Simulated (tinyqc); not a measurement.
Three voltage laws: time-dependent dielectric breakdown: cell percolation, Weibull statistics, area scaling and voltage extrapolation. Computed by tinyqc, a small Python program. Command: `OMP_NUM_THREADS=1 python tinyqc.py 3026085 3026086 out.jsonl tddb walk`. One thread of a shared host (Intel(R) Xeon(R) Processor @ 2.30GHz), about 0.01 s of CPU time with the checks.

The oxide is divided into columns of area a^2, each holding m = t_ox/a cells (m is taken as continuous). A share lambda(t) = (t/t_1)^alpha of the cells is defective, and a column whose cells are all defective breaks down.

Inputs (values chosen for the exercise, for a model gate oxide):
```
quantity                                                   value  unit
oxide thickness t_ox                                         3.4    nm
defect cell size a                                           1.3    nm
exponent alpha of defect growth                             0.77     -
time t_1 at which the occupied share would reach 1       1.7e+06     s
test area A                                                  500  um^2
product area A_u                                          200000  um^2
stress voltage V                                            3.94     V
use voltage V_u                                              1.9     V
local exponent n = -d ln t/d ln V at the stress voltage       35     -
activation energy E_a                                       0.41    eV
stress temperature T                                         175     C
use temperature T_u                                           55     C
allowed failure fraction F                                  0.01     -
```

Voltage law used: power.

Constants: k_B = 8.617333262e-05 eV/K.

Method:
- Failure fraction F = 1 - (1 - lambda^m)^N with N = A/a^2 columns, which for small lambda^m is 1 - exp(-(t/t63)^beta) with beta = alpha m and t63 = t_1 N^(-1/beta); critical share lambda(t63) = N^(-1/m). 1 um^2 = 1e6 nm^2.
- All three voltage laws share the slope n at the stress voltage. Factor t(V_u)/t(V): E law exp(n (1 - V_u/V)); 1/E law exp(n (V/V_u - 1)); power law (V/V_u)^n.
- Temperatures in kelvin are T(C) + 273.15.
- Temperature factor exp[(E_a/k_B)(1/T_u - 1/T)]; area factor (A/A_u)^(1/beta); percentile factor (-ln(1 - F))^(1/beta); life = t63 x all four; 1 year = 3.15576e7 s.
- Life = t63 x voltage, temperature, area and percentile factors, the last three as above.

projected life = 103010 years

voltage factor = 1.21897e+11

Log10 of the life in years:
```
V_u/V  V_u (V)    E law  1/E law  power law
1.00     3.940  -6.0731   -6.073    -6.0731
0.95     3.743  -5.3131   -5.273    -5.2934
0.90     3.546  -4.5531   -4.384    -4.4716
0.80     3.152  -3.0331   -2.273    -2.6813
0.70     2.758  -1.5130    0.441    -0.6515
0.60     2.364   0.0070    4.060     1.6916
0.50     1.970   1.5270    9.127     4.4629
0.40     1.576   3.0471   16.727     7.8548
```

What does the comparison show, and why?

At V_u/V = 0.9 the laws differ by 0.17 decades at most, and at 0.5 by 7.6. The E law is the most cautious and the 1/E law the most hopeful. Ten years are reached at V_u/V = 0.535 (E), 0.682 (1/E), 0.628 (power). Caution: t_1 is an input here; in a real oxide it changes with thickness at fixed voltage. Caution: a voltage factor of more than nine decades rests wholly on the chosen law and cannot be tested. Caution: the rows at low voltage extrapolate over many decades and cannot be tested.
